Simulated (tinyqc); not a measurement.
Gas flow in a process chamber: flow regimes, conductance, effective pumping speed, pump-down, outgassing and purge. Changing the process gas flow. Computed by tinyqc, a small Python program. Command: `OMP_NUM_THREADS=1 python tinyqc.py 3120432 3120433 out.jsonl pump sweep`. One thread of a shared host (Intel(R) Xeon(R) Processor @ 2.30GHz), about 0.01 s of CPU time with the checks.

Ideal gas, isothermal flow, a pump of constant speed at the end of a round pipe; process gas, volume gas and outgassing are given the same properties. 1 sccm = 101325 Pa x 1e-6 m^3/60 s x T/273.15 K.

Inputs (values chosen for the exercise, modelled on hydrogen near room temperature):

| quantity | value | unit |
|---|---|---|
| molar mass M | 2.016 | g/mol |
| molecular diameter | 0.27 | nm |
| viscosity eta | 8.9 | micropascal s |
| temperature T | 293 | K |
| chamber volume V | 11 | L |
| pipe diameter d | 10 | cm |
| pipe length l | 61 | cm |
| pump speed S | 720 | L/s |

Constants: k_B = 1.380649e-23 J/K; u = 1.6605390666e-27 kg.

Method:
- Mean speed c = sqrt(8 k_B T/(pi m)); aperture conductance C_a = c pi d^2/16; molecular pipe C_m = C_a/(1 + 3 l/(4 d)) (Dushman form); viscous pipe C_v = pi d^4 p_mean/(128 eta l); Knudsen interpolation C = C_v + C_m (1 + x)/(1 + 1.24 x), x = d p_mean sqrt(m/(k_B T))/eta.
- Effective speed 1/S_eff = 1/S + 1/C_m; time constant V/S_eff; pressure at which the free path k_B T/(sqrt2 pi d_m^2 p) equals d.
- Steady flow: the pump inlet is at p_2 = Q/S, and the chamber pressure p_1 solves Q = C((p_1 + p_2)/2) (p_1 - p_2). Residence time = p_1 V/Q.
- Knudsen number = free path at the mean pressure over d.

One run for each value:

| process gas flow (sccm) | chamber pressure p_1 (Pa) | conductance C (L/s) | Knudsen number | residence time (s) |
|---|---|---|---|---|
| 0.1 | 5.450e-04 | 617 | 3.136e+02 | 0.03309 |
| 0.3 | 1.636e-03 | 617 | 1.045e+02 | 0.03312 |
| 1 | 5.467e-03 | 614 | 3.129e+01 | 0.03320 |
| 3 | 1.649e-02 | 607 | 1.039e+01 | 0.03339 |
| 10 | 5.557e-02 | 596 | 3.094e+00 | 0.03375 |
| 30 | 1.660e-01 | 600 | 1.034e+00 | 0.03361 |
| 100 | 5.135e-01 | 692 | 3.265e-01 | 0.03118 |
| 300 | 1.313e+00 | 974 | 1.208e-01 | 0.02657 |
| 1000 | 3.490e+00 | 1859 | 4.159e-02 | 0.02119 |
| 3000 | 8.841e+00 | 4204 | 1.524e-02 | 0.01789 |
| 10000 | 2.664e+01 | 12208 | 4.822e-03 | 0.01618 |

Over the rows, chamber pressure p_1 (Pa) rises from 5.45e-4 to 26.6 (exponent d ln y / d ln x 1.0 between the first rows and 0.92 between the last); conductance C (L/s) goes from 617 through a minimum among these rows, 596 at 10.0, to 12200; Knudsen number falls from 314 to 0.00482 (exponent d ln y / d ln x between -1.0 and -0.89). At the low end the exponent of chamber pressure p_1 is 1.00, close to 1: constant speed and conductance.

Extremes, crossings and ranges named in words are read from the listed rows.
